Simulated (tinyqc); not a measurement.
Worked calculation: CISD on RHF in the 6-31g basis, for H2, spin multiplicity 1. Computed by tinyqc, a small Python program that keeps every step (integrals from PySCF). Settings: charge = 0, multiplicity = 1, basis = 6-31g, method = RHF, energy threshold = 1e-10, iteration cap = 87, orthogonalisation = canonical, start = core, DIIS depth = 6, ci = CISD, davidson = 1. Command: `OMP_NUM_THREADS=1 python tinyqc.py 25243 25244 out.jsonl` (the two numbers bound the seeds that draw the settings). One thread of a shared host (Intel(R) Xeon(R) Processor @ 2.60GHz), about 0.07 s of CPU time with the checks. The early iterations of the SCF are left out here.

## One-electron integrals

Geometry (angstrom):
```
atom        x        y        z
H     0.00000  0.00000  0.00000
H     0.00000  0.00000  1.17600
```

Basis 6-31g: exponents (1/bohr^2) and contraction coefficients of normalised primitives:
```
element  l (shell)  exponent  coefficient
H            s (1)  18.73114      0.03349
H            s (1)   2.82539      0.23473
H            s (1)   0.64012      0.81376
H            s (2)   0.16128      1.00000
```

Overlap, kinetic and nuclear-attraction integrals over the contracted functions; the nuclear repulsion is the sum of Za Zb / Rab.

nuclear repulsion = 0.4499806 hartree

overlap S, lower triangle:
```
         1H 1s    1H 2s    2H 1s    2H 2s
1H 1s  1.00000
1H 2s  0.65829  1.00000
2H 1s  0.15675  0.34405  1.00000
2H 2s  0.34405  0.67149  0.65829  1.00000
```

kinetic energy T (hartree), lower triangle:
```
          1H 1s    1H 2s    2H 1s    2H 2s
1H 1s   1.39568
1H 2s   0.25974  0.24192
2H 1s  -0.03121  0.07675  1.39568
2H 2s   0.07675  0.11932  0.25974  0.24192
```

nuclear attraction V (hartree), lower triangle:
```
          1H 1s     1H 2s     2H 1s     2H 2s
1H 1s  -2.10310
1H 2s  -1.03724  -1.05741
2H 1s  -0.27558  -0.55337  -2.10310
2H 2s  -0.55337  -0.75885  -1.03724  -1.05741
```

core Hamiltonian H = T + V (hartree), lower triangle:
```
          1H 1s     1H 2s     2H 1s     2H 2s
1H 1s  -0.70742
1H 2s  -0.77751  -0.81549
2H 1s  -0.30679  -0.47662  -0.70742
2H 2s  -0.47662  -0.63954  -0.77751  -0.81549
```

## Two-electron integrals

Functions are numbered as in S; the eight-fold symmetry (ij|kl) = (ji|kl) = (kl|ij) leaves the list below.

Two-electron integrals (ij|kl) in chemists' order, unique and non-zero (hartree):
```
(11|11) 1.07657   (21|11) 0.57847   (21|21) 0.32942   (22|11) 0.58740
(22|21) 0.36130   (22|22) 0.45315   (31|11) 0.11813   (31|21) 0.07003
(31|22) 0.08140   (31|31) 0.02249   (32|11) 0.17930   (32|21) 0.11341
(32|22) 0.14913   (32|31) 0.04065   (32|32) 0.08894   (33|11) 0.44721
(33|21) 0.29047   (33|22) 0.40390   (33|31) 0.11813   (33|32) 0.29130
(33|33) 1.07657   (41|11) 0.29130   (41|21) 0.16731   (41|22) 0.18601
(41|31) 0.04065   (41|32) 0.06792   (41|33) 0.17930   (41|41) 0.08894
(42|11) 0.35441   (42|21) 0.22084   (42|22) 0.28524   (42|31) 0.06044
(42|32) 0.12167   (42|33) 0.35441   (42|41) 0.12167   (42|42) 0.20433
(43|11) 0.29047   (43|21) 0.18735   (43|22) 0.25860   (43|31) 0.07003
(43|32) 0.16731   (43|33) 0.57847   (43|41) 0.11341   (43|42) 0.22084
(43|43) 0.32942   (44|11) 0.40390   (44|21) 0.25860   (44|22) 0.35688
(44|31) 0.08140   (44|32) 0.18601   (44|33) 0.58740   (44|41) 0.14913
(44|42) 0.28524   (44|43) 0.36130   (44|44) 0.45315
```

## Orthogonalisation

S = U s U^T; canonical form X = U s^(-1/2), so that X^T S X = 1. Each column of U has its largest component positive (the first on a tie).

eigenvalues of S: 0.17969  0.37926  0.99207  2.44898

X:
```
              1         2         3        4
1H 1s  -0.71394   0.90726   0.64162  0.27694
1H 2s   1.50758  -0.70373   0.30385  0.35703
2H 1s   0.71394   0.90726  -0.64162  0.27694
2H 2s  -1.50758  -0.70373  -0.30385  0.35703
```

## Iteration 6 (converged): orbitals

converged F (hartree), lower triangle:
```
          1H 1s     1H 2s     2H 1s     2H 2s
1H 1s   0.13085
1H 2s  -0.39270  -0.28780
2H 1s  -0.33220  -0.36472   0.13085
2H 2s  -0.36472  -0.34035  -0.39270  -0.28780
```

Diagonalise F' = X^T F X, C = X C', fill 1 alpha and 1 beta electrons from the bottom; D = 2 C_occ C_occ^T. Each column has its largest component positive (the first on a tie).

F' = X^T F X (hartree), lower triangle:
```
          1        2        3         4
1   0.83133
2   0.00000  0.98073
3  -0.41807  0.00000  0.36914
4   0.00000  0.01901  0.00000  -0.49059
```

orbital energies (hartree): MO1 -0.49084, MO2 0.12254, MO3 0.98097, MO4 1.07793

coefficients C:
```
           MO1       MO2       MO3       MO4
1H 1s  0.26519   0.18993   0.91076  -0.94091
1H 2s  0.36609   1.02763  -0.69906   1.14416
2H 1s  0.26519  -0.18993   0.91076   0.94091
2H 2s  0.36609  -1.02763  -0.69906  -1.14416
```

D after iteration 6, lower triangle:
```
         1H 1s    1H 2s    2H 1s    2H 2s
1H 1s  0.14066
1H 2s  0.19417  0.26805
2H 1s  0.14066  0.19417  0.14066
2H 2s  0.19417  0.26805  0.19417  0.26805
```

## Convergence

Stop when the energy changes by less than 1e-10 hartree and every element of the error matrix X^T (F D S - S D F) X is below 3e-06.

Course of the cycle:
```
iteration  E (hartree)     change  largest element of the error matrix
1           -1.0341063          -                             2.54e-01
2           -1.0599083  -2.58e-02                             4.03e-02
3           -1.0605648  -6.57e-04                             1.49e-05
4           -1.0605648  -7.47e-11                             6.09e-06
5           -1.0605648  -9.06e-12                             3.83e-06
6           -1.0605648  -2.77e-12                             2.79e-06
```

PySCF RHF in the same basis = -1.0605648 hartree

Converged in 6 iterations.

## Integrals over molecular orbitals

(pq|rs) = sum C_ip C_jq C_kr C_ls (ij|kl), one index at a time.

one-electron integrals over orbitals h = C^T H C (hartree), lower triangle:
```
          1         2        3        4
1  -1.01971
2   0.00000  -0.63544
3  -0.11649   0.00000  0.08925
4   0.00000   0.18050  0.00000  0.12560
```

Two-electron integrals over orbitals (pq|rs), unique and non-zero (hartree):
```
(11|11) 0.52887    (21|21) 0.12123    (22|11) 0.43961    (22|22) 0.40870
(31|11) 0.11649    (31|22) 0.07578    (31|31) 0.08559    (32|21) 0.02989
(32|32) 0.04550    (33|11) 0.48866    (33|22) 0.41466    (33|31) 0.11757
(33|33) 0.48094    (41|21) -0.07794   (41|32) -0.05994   (41|41) 0.09643
(42|11) -0.12922   (42|22) -0.08044   (42|31) -0.08061   (42|33) -0.12668
(42|42) 0.08606    (43|21) -0.13667   (43|32) -0.06098   (43|41) 0.12091
(43|43) 0.19317    (44|11) 0.52438    (44|22) 0.44607    (44|31) 0.15207
(44|33) 0.51850    (44|42) -0.15379   (44|44) 0.57672
```

## CISD: determinants and Hamiltonian

Hartree-Fock energy = -1.0605648 hartree

Slater-Condon rules over spin orbitals, with the nuclear repulsion added and E(HF) subtracted on the diagonal. Only determinants linked to the reference directly or through others are kept (one block of an abelian symmetry group), so some states are absent.

Occupation strings over the orbitals (2 doubly, a alpha, b beta, 0 empty; spin orbitals ordered 1a 1b 2a 2b ...): 2000 a0b0 b0a0 0200 0a0b 0020 0b0a 0002

H - E(HF) between determinants (hartree), lower triangle:
```
          2000      a0b0      b0a0      0200      0a0b     0020      0b0a     0002
2000   0.00000
a0b0   0.00000   1.06874
b0a0   0.00000  -0.08559   1.06874
0200   0.12123   0.02989  -0.02989   0.64835
0a0b  -0.07794  -0.13667   0.05994   0.10006   1.44677
0020   0.08559   0.00108  -0.00108   0.04550  -0.06098  2.16998
0b0a   0.07794   0.05994  -0.13667  -0.10006  -0.08606  0.06098   1.44677
0002   0.09643   0.12091  -0.12091   0.08606   0.02671  0.19317  -0.02671  2.33847
```

## CISD: roots

Diagonalise (each vector has its largest component positive (the first on a tie)); all determinants have Ms = 0, so triplets appear too. The lowest singlet root is the correlation energy.

lowest roots of this matrix, relative to E(HF) (hartree): -0.03875  0.63897  0.96815  1.06104  1.37571  1.62314  2.06491  2.49465

lowest vectors:
```
        root 1    root 2   root 3    root 4
2000   0.97728   0.19723  0.00000  -0.02503
a0b0   0.01836  -0.08887  0.69397   0.64338
b0a0  -0.01836   0.08887  0.69397  -0.64338
0200  -0.18603   0.95767  0.00000   0.17666
0a0b   0.06211  -0.11136  0.13566   0.24087
0020  -0.02766  -0.04336  0.00000   0.04584
0b0a  -0.06211   0.11136  0.13566  -0.24087
0002  -0.03393  -0.03862  0.00000  -0.14881
```

<S^2> of these roots: 0.00000  0.00000  2.00000  0.00000  2.00000  0.00000  0.00000  0.00000

weight of the ground state by excitation level 0, 1, 2, ...: 0.95509  0.00067  0.04424

## The lowest root by the Davidson method

Start from the reference; add the residual divided by (theta - H_ii), orthogonalised, at each step.

Davidson iterations:
```
iteration  subspace  lowest Ritz value (hartree)  residual norm
1                 1                            0       2.08e-01
2                 2                   -0.0374217       4.39e-02
3                 3                   -0.0387443       4.42e-03
4                 4                   -0.0387541       5.20e-04
5                 5                   -0.0387542       3.70e-05
6                 6                   -0.0387542       1.04e-16
```
